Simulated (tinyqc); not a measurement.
X-ray photoelectron analysis of a thin oxide on a semiconductor: attenuation lengths, thickness, angle series and band offsets: one step, computed by the program tinyqc.

The same element is seen in the oxide and in the substrate, at nearly the same kinetic energy; films are flat and uniform, and the work function is ignored.

Question. Peak ratio. R_0 = (rho_o/M_o) L_o/((rho_s/M_s) L_s); peak ratio R = I_ox/I_sub = R_0 [exp(d/(L_o cos theta)) - 1]; hence d = L_o cos theta ln(1 + R/R_0). A carbon layer weakens both peaks alike, by exp(-d_C/(L_o cos theta)) if its L is taken equal to L_o. This R_0 leaves out intrinsic losses from the substrate peak, so calibrated values can be larger.

Inputs (values chosen for the exercise, modelled on SiO2 on silicon):

| quantity | value | unit |
|---|---|---|
| oxide density | 2.21 | g/cm^3 |
| oxide formula mass | 60.08 | g/mol |
| substrate density | 2.33 | g/cm^3 |
| substrate formula mass | 28.09 | g/mol |
| oxide thickness d | 3.2 | nm |
| emission angle from the normal | 55 | degrees |
| carbon overlayer | 0.064 | nm |

L in the oxide = 3.080102 nm

L in the substrate = 2.456864 nm

Give: R_0; d/(L_o cos theta); ratio R; oxide share of the counts; attenuation by carbon; depth 3 L_o cos theta.

Answer.

R_0 = 0.55596

d/(L_o cos theta) = 1.8113

ratio R = 2.8457

oxide share of the counts = 0.73997

attenuation by carbon = 0.96442

depth 3 L_o cos theta = 5.3000 nm
